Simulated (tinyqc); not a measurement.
The sixth-power law: interface roughness in a thin film (subband fluctuation and scattering).

Square well of width t, barriers V0, c = hbar^2/2m0: E1 solves k t + 2 atan[(k/mz)/(kappa/mb)] = pi, k = sqrt(mz E/c), kappa = sqrt(mb (V0 - E)/c). One interface is rough, so the subband edge fluctuates by G dt with G = |dE1/dt| (central difference of 0.01 angstrom; 2 E1/t for hard walls).

Gaussian roughness spectrum S(q) = pi D^2 Lc^2 exp(-q^2 Lc^2/4). Degenerate gas, taken to fill one subband (the second starts to fill once c kF^2/md exceeds E2 - E1, which is not tested here): kF = sqrt(2 pi Ns/gv), q = 2 kF sin(theta/2), 1/tau = (md/(2 pi c hbar)) G^2 times the integral from 0 to pi of S(q)(1 - cos theta)/eps(q)^2 dtheta, eps(q) = 1 + qs/q with screening (qs = gv md q0/(c eps), q0 = e^2/(4 pi eps0), form factors left out, which overstates the screening; other scattering is left out too, so these values lie far above measured mobilities in all but the thinnest films) or 1 without; mobility = tau c2/md with c2 = e/m0 = 1.75882e15 cm^2/(V s^2); 1e12/cm^2 = 1e-4/angstrom^2.

Constants: hbar^2/2m0 = 3.80998211 eV angstrom^2; hbar = 6.58211957e-16 eV s; e^2/(4 pi eps0) = 14.39964547 eV angstrom.

Parameters, chosen for this exercise (near those of a thin GaN channel; shifted at random, so the results belong to these values and not to a real crystal): mz = 0.202 m0 (confinement mass); V0 = 1.92 eV (barrier); mb = 0.32 m0 (barrier mass); md = 0.204 m0 (mass in the plane); gv = 1 (valleys); D = 3.4 angstrom (rms height of the roughness); Lc = 32 angstrom (correlation length); Ns = 1.1 x 1e12/cm^2 (sheet density); eps = 9.5 (mean dielectric constant at the channel); ts = (26, 34, 41, 48, 60, 77, 101) angstrom (thicknesses).

Screened mobility against thickness for the finite barrier and for hard walls.

Results:

| t (angstrom) | E1 (meV) | G (meV/angstrom) | mobility (cm^2/(V s)) | the same, hard walls |
|---|---|---|---|---|
| 26 | 162.2 | 9.582 | 866 | 177 |
| 34 | 106.1 | 5.071 | 3.09e+03 | 886 |
| 41 | 77.9 | 3.188 | 7.82e+03 | 2.73e+03 |
| 48 | 59.6 | 2.134 | 1.75e+04 | 7.02e+03 |
| 60 | 40.4 | 1.190 | 5.61e+04 | 2.68e+04 |
| 77 | 25.8 | 0.609 | 2.15e+05 | 1.20e+05 |
| 101 | 15.7 | 0.288 | 9.56e+05 | 6.09e+05 |

With hard walls G goes as 1/t^3 and the mobility as t^6. With the finite barrier the local exponent is 4.74 at the thin end and 5.51 at the thick end, since the envelope leaks out and softens the dependence. The least value is 866 cm^2/(V s). The gate field, which also presses carriers to the interface, is left out. Up to t = 48 angstrom G D exceeds half of EF - E1, where the Born rate fails.

tinyqc: `OMP_NUM_THREADS=1 python tinyqc.py 1282044 1282045 out.jsonl`; about 0.01 s, one thread, shared Intel(R) Xeon(R) Processor @ 2.30GHz.
